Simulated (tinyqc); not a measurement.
## Graded p-n junction, non-linear Poisson equation by Newton steps: capacitance and field against bias

One dimension, p side on the left, n side on the right; net doping C = (Nd - Na)/2 + ((Nd + Na)/2) tanh(x/Lg). The potential psi is counted from the intrinsic level, and the quasi-Fermi potentials are flat: 0 for holes and -V for electrons, so n = ni exp((psi + V)/Vt) and p = ni exp(-psi/Vt) (Boltzmann statistics, full ionisation, no current). Under reverse bias this makes the minority densities vanishingly small everywhere; they play no part in the charge.

The Poisson equation d/dx(eps0 eps_r dpsi/dx) = -q (p - n + C) is solved on a mesh of more than 1000 nodes that ends in neutral material (psi_p = -Vt ln(Na/ni), psi_n = Vt ln(Nd/ni) - V). C_j = q d/dV of the integral of p over x, from the linearised equation. ni = sqrt(Nc Nv) exp(-Eg/(2 Vt)), Eg in volts. Depletion approximation: Vbi = Vt ln(Na Nd/ni^2), W = sqrt(2 eps0 eps_r (Vbi - V)(1/Na + 1/Nd)/q), xp = W Nd/(Na + Nd), xn = W Na/(Na + Nd), peak field 2 (Vbi - V)/W, capacitance eps0 eps_r/W. The last column applies it to an abrupt Na-Nd junction.

Parameters, values chosen for the exercise; band and dielectric values close to those of cadmium telluride: temperature T = 300 K; band gap Eg = 1.49 eV; relative permittivity eps_r = 10.2; conduction-band density of states at T Nc = 7.92e17 cm^-3; valence-band density of states at T Nv = 1.83e19 cm^-3; acceptor density of the p side Na = 3.1e16 cm^-3; donor density of the n side Nd = 1.1e17 cm^-3; grading length Lg = 460 nm.

Constants: q = 1.602176634e-19 C, kB = 1.380649e-23 J/K, Vt = kB T/q, eps0 = 8.8541878128e-14 F/cm where lengths are in cm. Results are converted to the units shown.

Capacitance and field against bias:

| V (V) | peak \|E\| (kV/cm) | C_j (nF/cm^2) | 1/C_j^2 (cm^4/uF^2) | eps0 eps_r/C_j (nm) | abrupt depletion C (nF/cm^2) |
|---|---|---|---|---|---|
| 0.19 | 36.65 | 22.75 | 1931 | 396.9 | 40.18 |
| -0.12 | 44.06 | 20.60 | 2358 | 438.5 | 35.43 |
| -0.44 | 51.06 | 19.02 | 2764 | 474.8 | 31.95 |
| -0.75 | 57.39 | 17.86 | 3134 | 505.6 | 29.40 |
| -1.06 | 63.35 | 16.93 | 3487 | 533.3 | 27.38 |
| -1.37 | 69.03 | 16.17 | 3826 | 558.6 | 25.72 |
| -1.69 | 74.64 | 15.50 | 4164 | 582.8 | 24.30 |
| -2 | 79.86 | 14.94 | 4482 | 604.6 | 23.12 |

With V going from 0.19 to -2 V, C_j falls from 22.8 to 14.9 nF/cm^2 and the peak field rises from 36.6 to 79.9 kV/cm. The slope of 1/C_j^2, read as N = 2/(q eps0 eps_r |slope|), gives 1.01e16 cm^-3 between the first two rows and 1.35e16 cm^-3 between the last two, against Na Nd/(Na + Nd) = 2.42e16 cm^-3; it is not a straight line, so no single doping describes it. At the end C_j goes as (Vbi - V)^(-0.37) with Vbi = 1.27 V, and it is 35 % below the abrupt depletion formula (at the first row 43 % below it).

Computed by the program tinyqc: `OMP_NUM_THREADS=1 python tinyqc.py 2000103 2000104 out.jsonl`, one thread of a shared Intel Xeon 2.30GHz, about 0.1 s for the whole run.
